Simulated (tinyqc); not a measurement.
Ballistic transport through the one-dimensional subbands of a rectangular nanowire or nanosheet channel: one step, computed by the program tinyqc.

Hard walls, parabolic subbands, transport along x. Energies are counted from the bulk conduction band edge at the top of the barrier, which the gate pulls down by U; the source Fermi level lies at the bulk edge when U = 0.

Problem. Conductance, capacitance and scattering. Linear conductance G = (2 e^2/h) sum_i g f(eta_i), g = 1, f = 1/(1 + exp(-eta_i)), with the barrier frozen at the eta_i above; current per perimeter I/(2(a + b)); with scattering, transmission lambda/(lambda + L) and low-bias resistance (1 + L/lambda)/G.

Inputs (values chosen for the exercise, modelled on GaN):
```
quantity                                   value  unit
mass m                                      0.19   m_0
height a                                     2.9    nm
width b                                      3.3    nm
temperature T                                300     K
mean free path for back-scattering lambda     24    nm
channel length L                              34    nm
```

Valleys: single isotropic valley.

Occupation:
```
subband      eta_i    n_i (1/nm)  I_i (microampere)
1           4.9176  4.353647e-01       3.789750e+00
2         -16.1720  1.098494e-08       1.623616e-07
3         -22.3910  2.187252e-11       3.232842e-10
4         -43.4806  1.516360e-20       2.241239e-19
5         -51.3213  5.965365e-24       8.817039e-23
6         -67.9054  3.743176e-31       5.532558e-30
7         -78.6299  8.234590e-36       1.217104e-34
8         -88.9950  2.595040e-40       3.835568e-39
9        -100.5304  2.537537e-45       3.750577e-44
10       -124.1444  1.409235e-55       2.082904e-54
```

ballistic current I = 3.789750 microampere

Constants: e = 1.602176634e-19 C; h = 6.62607015e-34 J s.

Give: open modes sum g f; ballistic conductance; current per perimeter; transmission; low-bias resistance with scattering.

Solution.

open modes sum g f = 0.99274

ballistic conductance = 76.918 microsiemens

current per perimeter = 305.62 microampere/micrometre

transmission = 0.41379

low-bias resistance with scattering = 31.419 kiloohm

Even without scattering the wire has h/(2 e^2 M) = 13.00 kiloohm, which sits in the contacts. Caution: confinement energies this large call for non-parabolicity and barrier penetration, which lower the subbands and raise the mass.
